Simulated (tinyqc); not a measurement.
# Energy and delay of logic against supply voltage, step by step

Program tinyqc, `OMP_NUM_THREADS=1 python tinyqc.py 2082005 2082006 out.jsonl`; Intel Xeon 2.30GHz, shared host, one thread, about 0.01 s. Printed values are rounded.

One expression serves below and above threshold: I(Vg) = Ik [ln(1 + exp((Vg - VT + dd V)/(al nf Vt)))]^al, with I_on = I(V) and I_off = I(0). Gate delay td = kd C V/I_on, clock period LD td. Per gate and cycle the switching energy is act C V^2 and the leakage energy I_off V LD td. No short-circuit current, no variation. Minima are sought above 0.09 V; below a few Vt gates no longer switch and the model has no meaning.

Parameters, values chosen for the exercise; values of the order met in logic technologies:
```
symbol,value,unit,meaning
T,300,K,temperature
VT,0.21,V,threshold voltage at zero drain bias
nf,1.41,,slope factor
dd,0.09,,barrier lowering per volt of supply
Ik,2,uA,specific current of a gate
al,1.56,,exponent of the current law
C,0.98,fF,load capacitance of a gate
kd,0.5,,delay factor
LD,30,,logic depth
act,0.2,,activity factor
V,0.95,V,supply voltage
```

Constants: q = 1.602176634e-19 C, kB = 1.380649e-23 J/K, Vt = kB T/q. Results are converted to the units shown.

## Currents, delay and energies

I_on, I_off, td, clock frequency 1/(LD td), both energies and their sum.

I_on = 129.886 uA
I_off = 60.4529 nA
td = 3.58392 ps
clock frequency = 9.30081 GHz
switching energy = 176.890 aJ
leakage energy = 6.17476 aJ
energy = 183.065 aJ

I_on/I_off = 2150; leakage makes up 3.37 % of the energy.

## Starting value

V = 0.13 V.

V at the start = 0.13 V

## Iteration 1: new V

Minimum-energy supply: E(V) is the energy per gate and cycle; with h = 0.001 V, E' = (E(V + h) - E(V - h))/(2 h), E'' = (E(V - h) - 2 E(V) + E(V + h))/h^2, V(new) = V - E'/E''.

E' = -20.7128 aJ/V
E'' = 469.576 aJ/V^2
V after iteration 1 = 0.174110 V

## Iteration 2: new V

As before.

E' = 15.8747 aJ/V
E'' = 976.970 aJ/V^2
V after iteration 2 = 0.157861 V

## Course of the iteration

Stop when the step is below 1e-9 V, or after 40 iterations.

Course of the iteration:
```
iteration,V before the step (V),step (V)
1,0.13,0.0441
2,0.174110,-0.0162
3,0.157861,-2.60e-4
4,0.157600,-2.53e-7
5,0.157600,-1.24e-11
```

Converged in 5 iterations. There leakage makes up 57.5 % of the energy and the clock runs at 217 MHz.
